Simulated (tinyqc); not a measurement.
Rotating the field: cyclotron resonance of ellipsoidal valleys, Si type.

Valleys along [100], [010], [001] (each with its opposite partner), mass ml along the axis and mt across it. B lies in the (1-10) plane, b = (sin(theta)/sqrt2, sin(theta)/sqrt2, cos(theta)). For the angle phi between B and the axis, 1/mc^2 = cos^2(phi)/mt^2 + sin^2(phi)/(mt ml). Resonance: h nu = 2 muB B/mc, h = 2 pi hbar.

Parameters, chosen for this exercise (out of a larger set: near those of Si; not measured data): ml = 0.913 m0 (longitudinal mass); mt = 0.181 m0 (transverse mass); ths = (0, 20, 35, 50, 65, 80, 90) degrees (angles).

mc against theta; [100] and [010] stay equal in this plane.

Cyclotron masses (m0):

| theta (degrees) | [100] | [001] |
|---|---|---|
| 0 | 0.4065 | 0.1810 |
| 20 | 0.3656 | 0.1901 |
| 35 | 0.3150 | 0.2109 |
| 50 | 0.2749 | 0.2487 |
| 65 | 0.2492 | 0.3098 |
| 80 | 0.2362 | 0.3838 |
| 90 | 0.2338 | 0.4065 |

How do the results move, and what explains it?

All valleys give one line at theta = 54.7 degrees, B along [111], with mc = 0.2653. The [001] pair goes from mt to sqrt(ml mt), a factor 2.25; the other four only fall from sqrt(ml mt) to 0.2338, since their angle to B never drops below 45 degrees.

tinyqc: `OMP_NUM_THREADS=1 python tinyqc.py 1282293 1282294 out.jsonl`; about 0.01 s, one thread, shared Intel(R) Xeon(R) Processor @ 2.30GHz.
